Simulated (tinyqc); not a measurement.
Worked calculation: MP2 on RHF in the sto-3g basis, frozen core, for BeH2, spin multiplicity 1. One step of it, computed by the program tinyqc.

Question. Orthogonalisation. S = U s U^T; symmetric (Loewdin) form X = U s^(-1/2) U^T, so that X^T S X = 1.

overlap S, lower triangle:
```
           1Be 1s    1Be 2s   1Be 2px    1Be 2py   1Be 2pz     2H 1s     3H 1s
1Be 1s   1.000000
1Be 2s   0.259517  1.000000
1Be 2px  0.000000  0.000000  1.000000
1Be 2py  0.000000  0.000000  0.000000   1.000000
1Be 2pz  0.000000  0.000000  0.000000   0.000000  1.000000
2H 1s    0.081010  0.488278  0.000000   0.543309  0.034707  1.000000
3H 1s    0.081010  0.488278  0.000000  -0.543309  0.034707  0.046270  1.000000
```

Give: eigenvalues of S; X.

Answer.

eigenvalues of S: 0.208  0.313  0.927  1.000  1.004  1.746  1.802

X, lower triangle:
```
         1Be 1s  1Be 2s  1Be 2px  1Be 2py  1Be 2pz   2H 1s  3H 1s
1Be 1s    1.028
1Be 2s   -0.152   1.303
1Be 2px   0.000   0.000    1.000
1Be 2py   0.000   0.000    0.000    1.453
1Be 2pz  -0.001   0.019    0.000    0.000    1.001
2H 1s     0.015  -0.350    0.000   -0.507   -0.025   1.367
3H 1s     0.015  -0.350    0.000    0.507   -0.025  -0.129  1.367
```
